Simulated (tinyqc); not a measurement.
Luttinger-Kohn k.p, four valence bands, step by step. One step of it, computed by the program tinyqc.

Problem. Hole masses. E = c [g1 k^2 -/+ 2 sqrt(g2^2 k^4 + 3 (g3^2 - g2^2)(kx^2 ky^2 + ky^2 kz^2 + kz^2 kx^2))] with c = hbar^2/2m, and m* = hbar^2 k^2 / (2 E).

Luttinger parameters chosen for this model; energies are counted downward from the top of the valence band:
```
parameter      value  unit
g1         16.320000
g2          1.530000
g3          2.500000
```

Give: Masses.

Solution.

Masses (electron masses):
```
direction   heavy   light
[100]      0.0754  0.0516
[110]      0.0853  0.0478
[111]      0.0883  0.0469
```
